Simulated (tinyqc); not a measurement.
CIS and TDHF on RHF in the sto-6g basis, for H2, spin multiplicity 1, step by step. One step of it, computed by the program tinyqc.

Question. CIS matrix, singlets. A(ia,jb) = (e_a - e_i) d_ij d_ab + 2 (ia|jb) - (ij|ab).

orbital energies (hartree): MO1 -0.493302, MO2 0.462555

Two-electron integrals over orbitals (pq|rs), unique and non-zero (hartree):
```
(11|11) 0.629275   (21|21) 0.196112   (22|11) 0.624497   (22|22) 0.656124
```

Give: CIS matrix A, singlet.

Answer.

CIS matrix A, singlet (hartree):
```
        1>2
1>2  0.7236
```
